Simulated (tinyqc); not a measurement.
Inside a calculation. Model: Monte Carlo simulation of one carrier in a uniform electric field. Computed by tinyqc, a small Python program that keeps every step. Command: `OMP_NUM_THREADS=1 python tinyqc.py 3004311 3004312 out.jsonl mcfl walk`. One thread of a shared host (Intel(R) Xeon(R) Processor @ 2.30GHz), about 1 s of CPU time with the checks. Intermediate numbers are printed to about 5 digits and carried at full precision; extremes and crossings named in words are read from the listed rows.

The force e F acts along +z. Flights end at the constant total rate Gamma; the part of Gamma that the real rates do not fill is self-scattering, which leaves k unchanged. One valley, no impurities; equivalent final valleys enter only through Z_f in the optical rate.

Inputs (values chosen for the exercise, modelled on holes in germanium):

| quantity | value | unit |
|---|---|---|
| effective mass m | 0.308 | m_0 |
| non-parabolicity alpha | 0.29 | 1/eV |
| density rho | 5323 | kg/m^3 |
| sound velocity v_l | 5230 | m/s |
| acoustic deformation potential D_A | 4.6 | eV |
| phonon energy hbar w | 36 | meV |
| optical or intervalley deformation potential D_o | 8.8 | 1e8 eV/cm |
| final valleys Z_f | 1 | - |
| lattice temperature T | 300 | K |
| electric field F | 6 | kV/cm |
| energy E_max up to which Gamma must cover the rates | 1 | eV |
| seed of the random numbers | 16596 | - |

Crystal: non-polar. Band: Kane.

starting wave vector (1/nm): 0.12  -0.049  -0.25

Constants: k_B = 1.380649e-23 J/K; e = 1.602176634e-19 C; hbar = 1.054571817e-34 J s; m_0 = 9.1093837015e-31 kg; hbar = 6.582119569e-16 eV s; k_B = 8.617333262e-05 eV/K.

## Total rate Gamma

Kane band: hbar^2 k^2/(2 m) = E (1 + alpha E), speed v = hbar k/(m (1 + 2 alpha E)), states per spin, volume and energy g(E) = m k (1 + 2 alpha E)/(2 pi^2 hbar^2); overlap factors are set to 1. Masses are multiplied by m_0 and all formulas are in SI units. Phonon occupation N_q = 1/(exp(hbar w/(k_B T)) - 1). Acoustic deformation potential (elastic, equipartition, absorption and emission together): 1/tau = 2 pi k_B T D_A^2 g(E)/(hbar rho v_l^2). Optical or intervalley deformation potential: 1/tau = (pi Z_f D_o^2/(rho w)) [N_q g(E + hbar w) + (N_q + 1) g(E - hbar w)], with g = 0 below the band edge. Gamma is 1.05 times the largest total rate on the grid E = (j + 1/2) E_max/400, j = 0..399.

largest total rate = 28.716 1e12/s

energy of the largest rate = 998.75 meV

Gamma = 30.152 1e12/s

## Flight 1

Random numbers (0.02 to 0.98, from up to 60 sets tried for early real events), one row a flight:
```
       r1      r2      r3      r4
1  0.3337  0.8664  0.1492  0.8580
2  0.1841  0.0244  0.1945  0.9731
3  0.0394  0.6702  0.2442  0.6932
4  0.4148  0.9257  0.8218  0.2692
5  0.1247  0.2377  0.7631  0.3922
6  0.0747  0.8031  0.7333  0.7904
7  0.2051  0.8488  0.5075  0.5700
```

Flight: t = -ln(r1)/Gamma; k_z grows by e F t/hbar; E follows from the band; dz = (E_end - E_start)/(e F). Use row 1 of the random numbers.

flight time t = 36.400 fs

k at the end of the flight (1/nm): 0.12000  -0.04900  -0.21682

energy at the end = 7.8756 meV

displacement dz = -3.1771 nm

## Scattering event 1

Choice: with cumulative rates in the order acoustic, absorption, emission, the process is the first whose sum exceeds r2 Gamma; if none, self-scattering. Final state: E' = E, E + hbar w or E - hbar w gives k'. Isotropic processes: cos(theta) = 1 - 2 r3 from the z axis, phi = 2 pi r4, k' (sin theta cos phi, sin theta sin phi, cos theta).

cumulative rates (1e12/s): acoustic 0.29859, absorption 0.85558, emission 0.85558

r2 Gamma = 26.123 1e12/s

Process chosen: self-scattering

k after event 1, the start of the next flight (1/nm): 0.12000  -0.04900  -0.21682

## Flight 2

Use row 2 of the random numbers.

flight time t = 56.126 fs

k at the end of the flight (1/nm): 0.12000  -0.04900  -0.16566

energy at the end = 5.4643 meV

displacement dz = -4.0188 nm

## Scattering event 2

The formulas are those given above.

cumulative rates (1e12/s): acoustic 0.24828, absorption 0.78883, emission 0.78883

r2 Gamma = 0.73570 1e12/s

Process chosen: absorption

k after event 2, the start of the next flight (1/nm): 0.45450  -0.07756  0.35587

## All printed flights

Drift estimate: sum dz / sum t.

Flights:

| flight | t (fs) | E at the end (meV) | dz (nm) | process | k_x (1/nm) | k_y (1/nm) | k_z (1/nm) |
|---|---|---|---|---|---|---|---|
| 1 | 36.40 | 7.876 | -3.177 | self-scattering | 0.12000 | -0.049000 | -0.21682 |
| 2 | 56.13 | 5.464 | -4.019 | absorption | 0.45450 | -0.077559 | 0.35587 |
| 3 | 107.26 | 50.999 | 15.891 | self-scattering | 0.45450 | -0.077559 | 0.45364 |
| 4 | 29.18 | 53.982 | 4.971 | self-scattering | 0.45450 | -0.077559 | 0.48024 |
| 5 | 69.05 | 61.691 | 12.849 | self-scattering | 0.45450 | -0.077559 | 0.54318 |
| 6 | 86.04 | 72.568 | 18.129 | self-scattering | 0.45450 | -0.077559 | 0.62161 |
| 7 | 52.54 | 79.894 | 12.210 | self-scattering | 0.45450 | -0.077559 | 0.66951 |

drift estimate from these flights = 1.3022e+05 m/s

6 of the 7 flights end in self-scattering. So few flights say little about the drift velocity: the estimate is noise at this length.

## Low-field mobility from the linear Boltzmann equation

On the grid E_j = (j + 1/2) hbar w/12 up to 20 k_B T + 2 hbar w, solve (sum of rates) l(E) = v(E); mu_0 = e sum g v l exp(-E/k_B T)/(3 k_B T sum g exp(-E/k_B T)).

low-field mobility mu_0 = 2444.0 cm^2/(V s)

## Long runs: velocity against field

Each row: 250 carriers from a thermal start, 1600 flights each, the first half discarded, random numbers not printed; the error is the standard error over ten groups; the mean energy is taken at the ends of flights, which sample time evenly. Fields at which more than 0.02 % of the events exceed Gamma are left out.

Monte Carlo results:

| F (kV/cm) | drift velocity (1e5 m/s) | error (1e5 m/s) | mu_0 F (1e5 m/s) | mean energy (meV) | real events (%) |
|---|---|---|---|---|---|
| 1.5 | 0.298 | 0.0120 | 0.3666 | 44.3 | 7.61 |
| 3.0 | 0.456 | 0.0110 | 0.7332 | 55.3 | 9.26 |
| 6.0 | 0.616 | 0.0061 | 1.4664 | 84.0 | 13.00 |
| 12.0 | 0.724 | 0.0089 | 2.9328 | 163.0 | 21.40 |

At the lowest field the drift velocity is 0.81 +/- 0.03 of the ohmic value mu_0 F, at the highest 0.25 +/- 0.00. The mean energy goes from 44 to 163 meV against the parabolic-band thermal value 3 k_B T/2 = 39 meV: the carriers heat, more of them reach the emission threshold, where they lose momentum, and the curve bends below the ohmic line. Only 8 to 21 % of the events are real; the rest is the price of a constant Gamma.

Checks made by the program: energy gained in the printed flights against e F dz (relative difference below 1e-10).
